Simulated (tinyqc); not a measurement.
From results back to parameters: Franz-Keldysh effect at a direct gap. Two cases, with inputs chosen for the exercise.

Problem. In modulation spectra the extrema of the oscillations lie at E_n = Eg + th (3 pi (n - 1/2)/4)^(2/3) (the phase constant is taken as pi/2 here), with th = (c (e Fd)^2/mr)^(1/3), mr = me mhh/(me + mhh), c = hbar^2/2m0; 1 kV/cm = 1e-5 V/angstrom. Extrema n = 2 and n = 4 are given; Eg and the field are hidden.

Constants: hbar^2/2m0 = 3.80998211 eV angstrom^2.

Case 1.

Values chosen (out of a larger set: near those of GaAs; not measured data): me = 0.0682 m0 (electron mass); mhh = 0.509 m0 (heavy-hole mass).

E_2 = 1.57168 eV
E_4 = 1.68684 eV

Case 2.

Values chosen (out of a larger set: near those of InGaAs; not measured data): me = 0.0412 m0 (electron mass); mhh = 0.48 m0 (heavy-hole mass).

E_2 = 0.85778 eV
E_4 = 0.95024 eV

Find: th; Eg; Fd.

Solution. E_n is linear in (3 pi (n - 1/2)/4)^(2/3): the slope is th and the intercept Eg; then e Fd = sqrt(th^3 mr/c).

Case 1.

th = 65.37 meV
Eg = 1.420 eV
Fd = 2.1e+02 kV/cm

Case 2.

th = 52.49 meV
Eg = 0.736 eV
Fd = 1.2e+02 kV/cm

Computed by tinyqc, one run a case: `OMP_NUM_THREADS=1 python tinyqc.py N N+1 out.jsonl` with N = 1681089, 1681168; one thread of a shared Intel(R) Xeon(R) Processor @ 2.30GHz, about 0.01 s a run at most.
